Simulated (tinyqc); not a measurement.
Strain-driven roughening and islands of a mismatched epitaxial film: one step, computed by the program tinyqc.

Film and substrate share isotropic elastic constants; the film is coherent and biaxially strained.

Question. Which shape at the volume V. Shallow faceted island (Tersoff form): E = 4 Gam V^(2/3) tan^(1/3)(theta) - 6 c V tan(theta), Gam = gamma [x/sin(theta) - 1/tan(theta)], x the facet energy over gamma, c = stress^2 (1 - nu)/(2 pi G). The two energies cross at V_x^(1/3) = 4 [Gam_2 t2^(1/3) - Gam_1 t1^(1/3)]/(6 c (t2 - t1)), t = tan(theta); mu = dE/dV.

Inputs (values chosen for the exercise, for a model film):
```
quantity,value,unit
shear modulus G,60.6,GPa
Poisson ratio nu,0.27,-
surface energy gamma,0.979,J/m^2
contact angle of the shallow shape theta_1,12.2,degrees
contact angle of the steep shape theta_2,33.5,degrees
facet energy of shape 1 over gamma,0.9998,-
facet energy of shape 2 over gamma,1.01,-
island volume V,320,nm^3
```

stress = 5.376797 GPa

Gam of shape 2 = 0.3123831 J/m^2

Gam of shape 1 = 0.1036984 J/m^2

c = 0.05542653 GPa

Constants: e = 1.602176634e-19 C.

Give: E of shape 1; E of shape 2; crossing volume V_x; jump of mu at V_x, shape 2 less shape 1.

Answer.

E of shape 1 = -70.912 eV

E of shape 2 = -121.66 eV

crossing volume V_x = 182.04 nm^3

jump of mu at V_x, shape 2 less shape 1 = -49.405 MJ/m^3

At V the steep shape is lower. At V_x the chemical potential drops, so islands that have turned steep grow at the cost of the shallow ones. Caution: the shallow-slope form overstates the relaxation of facets steeper than about 25 degrees.
